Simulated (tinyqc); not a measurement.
MOS inversion layer, Poisson-Schroedinger loop: effect of the sheet density of electrons.

Electrons confined at an insulator interface at z = 0, treated as a hard wall; parabolic valleys, Hartree approximation, no image or exchange terms. The depletion charge lies far deeper than the electrons and gives a uniform field q Nd/(eps0 eps_r); the gate balances all charge. Energies are counted from the band edge at the interface.

Schroedinger equation -(C/mz) psi'' + (V0 + U) psi = E psi, C = hbar^2/(2 m0), psi(0) = 0, on a uniform mesh of 800 nodes with a far wall at 53 nm, 8 levels a set; V0 = q Nd z/(eps0 eps_r); dU/dz = q (Ns - integral of n from 0 to z)/(eps0 eps_r), U(0) = 0; N_k = g md m0 q Vt/(pi hbar^2) ln(1 + exp((EF - E_k)/Vt)), g the number of valleys of the set, sum N_k = Ns. Triangular well: E_k = a_k (C F^2/mz)^(1/3), a_1 = 2.338107, a_2 = 4.087949, C = hbar^2/(2 m0), F in eV/nm. Fang-Howard (all electrons in the lowest level of set A): b^3 = 6 (mz1/C) q (Nd + 11 Ns/32)/(eps0 eps_r), centroid 3/b, level C b^2/(4 mz1) + (3/b) q (Nd + 11 Ns/16)/(eps0 eps_r). The centroid adds 3.9 z_av/eps_r to an oxide-equivalent thickness. Shares under 0.0001 % are printed as 0.

Inputs (values chosen for the exercise); masses and permittivity close to those of In0.53Ga0.47As: temperature T = 300 K; relative permittivity eps_r = 13.9; mass along z of valley set A (1 valley(s)) mz1 = 0.0411 m0; in-plane density-of-states mass of set A md1 = 0.0415 m0; sheet density of depletion charge Nd = 8.1e11 cm^-2.

Constants: q = 1.602176634e-19 C, kB = 1.380649e-23 J/K, hbar = 1.054571817e-34 J s, m0 = 9.1093837015e-31 kg, Vt = kB T/q, eps0 = 8.8541878128e-14 F/cm where lengths are in cm, hbar^2/(2 m0) = 0.0380998212 eV nm^2. Results are converted to the units shown.

Result of one run:
columns A: A1 (meV); B: A2 (meV); C: EF (meV); D: share of A1 (%); E: share of A2 (%); F: centroid z_av (nm); G: added oxide equivalent (nm); H: Fang-Howard centroid (nm)
```
A      B    C     D     E     F     G     H
168  262  214  92.4  7.01  6.56  1.84  6.56
```

Which sheet density of electrons Ns gave this result: 3.1e11, 5.3e11, 9.4e11, 1.6e12 or 2.9e12 cm^-2?

Ns = 9.4e11 cm^-2.

The whole series:
columns A: Ns (cm^-2); B: A1 (meV); C: A2 (meV); D: EF (meV); E: share of A1 (%); F: share of A2 (%); G: centroid z_av (nm); H: added oxide equivalent (nm); I: Fang-Howard centroid (nm)
```
A         B    C     D     E     F     G     H     I
1e11    116  200  79.2  95.4  4.22  7.08  1.99  7.24
1.7e11  121  205  99.5  95.3  4.39  7.02  1.97  7.17
3.1e11  130  216   128  94.9  4.76  6.91  1.94  7.04
5.3e11  144  232   162  94.1  5.44  6.76  1.90  6.86
9.4e11  168  262   214  92.4  7.01  6.56  1.84  6.56
1.6e12  204  307   285  89.1  10.1  6.35  1.78  6.18
2.9e12  269  392   407  82.6  15.9  6.13  1.72  5.62
5e12    362  519   579  75.5  21.6  5.88  1.65  5.02
```

As Ns goes from 1e11 to 5e12, A1 rises from 116 to 362 meV, the share of A1 falls from 95.4 to 75.5 % and the centroid falls from 7.08 to 5.88 nm. A1 goes as Ns^(0.54) between the last two rows (a triangular well in the field of that charge alone gives 2/3). EF lies more than 2 meV above A1 for Ns = 5.3e11, 9.4e11, 1.6e12, 2.9e12, 5e12. The Fang-Howard centroid is 2.3 % above the full one in the first row, where A1 holds 95.4 %, and 15 % below it in the last, where A1 holds 75.5 %. For Ns = 1.6e12, 2.9e12, 5e12 the energies exceed 0.25 eV, where non-parabolicity matters for so light a mass.

Computed by the program tinyqc: `OMP_NUM_THREADS=1 python tinyqc.py 2160085 2160086 out.jsonl`, one thread of a shared Intel Xeon 2.30GHz, about 0.2 s for the whole run.
